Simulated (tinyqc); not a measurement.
## Tunnel coupling from the slope of the charge transition

Problem. In a double dot with one electron the occupation changes at zero detuning with the slope tanh(tc/kB T)/(4 tc). Find kB T, tc and 2 tc/h.

Values chosen for this exercise:
- T = 0.057 K (electron temperature)

Constants: q = 1.602176634e-19 C, kB = 1.380649e-23 J/K, h = 6.62607015e-34 J s, Vt = kB T/q. Results are converted to the units shown.

dP_R/d(ep) at ep = 0 = 0.0096148990 1/ueV

Solution. The slope falls steadily with tc from 1/(4 kB T), so there is one root.

kB T = 4.912 ueV
tc = 26.00 ueV
2 tc/h = 12.57 GHz

Computed by the program tinyqc: `OMP_NUM_THREADS=1 python tinyqc.py 2470103 2470104 out.jsonl`, one thread of a shared Intel Xeon 2.30GHz, about 0.01 s for the whole run.
